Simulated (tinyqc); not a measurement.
Inside a calculation. Model: strained Delta valleys, repopulation and conductivity mass.

Numbers from tinyqc (`OMP_NUM_THREADS=1 python tinyqc.py 2530013 2530014 out.jsonl`; about 0.01 s on one thread of a shared Intel Xeon 2.30GHz). Printed values are rounded.

A cubic crystal with three pairs of conduction valleys along x, y and z under uniaxial stress X along [110] (X > 0 is tension); current along [110]. Non-degenerate electrons, fixed total density, one relaxation time for all valleys and stresses, masses unchanged by strain, so the mobility goes as the mean inverse mass.

Values chosen for this exercise; values close to those of silicon:
- T = 400 K (temperature)
- s11 = 7.73 1/TPa (compliance)
- s12 = -2.11 1/TPa (compliance)
- s44 = 12.2 1/TPa (compliance)
- Xu = 9.06 eV (shear deformation potential)
- ml = 0.952 m0 (longitudinal mass)
- mt = 0.184 m0 (transverse mass)
- X = -230 MPa (uniaxial stress (tension positive))

Constants: q = 1.602176634e-19 C, kB = 1.380649e-23 J/K, Vt = kB T/q. Results are converted to the units shown.

Range of the model: Shear strain also changes the transverse masses of these valleys, which is left out.

## Strain tensor

Stress s_ij = X a_i a_j with a the unit vector along [110]; strain e_ii = s11 s_ii + s12 (s_jj + s_kk), e_ij = s44 s_ij/2.

strain (%):
```
            x           y          z
x  -0.0646300  -0.0701500  0.0000000
y  -0.0701500  -0.0646300  0.0000000
z   0.0000000   0.0000000  0.0485300
```

## Valley shifts and shares

Valley shift dE = Xu (n.e.n - trace(e)/3) with n the valley axis; share f proportional to exp(-dE/Vt).

```
valley  dE (meV)   share f
x       -3.41743  0.364601
y       -3.41743  0.364601
z        6.83486  0.270798
```

The splitting is 10.3 meV, 0.30 Vt.

## Conductivity mass and mobility

Inverse mass along the current d = [110]: (n.d)^2/ml + (1 - (n.d)^2)/mt; mu/mu0 = sum f (1/m) over the plain mean of 1/m.

1/m along d, valley x to z (1/m0): 3.24260  3.24260  5.43478
conductivity mass = 0.260672 m0
unstrained value = 0.251678 m0
mu/mu0 = 0.965498

The possible range, all electrons in one kind of valley, is 0.816 to 1.37.
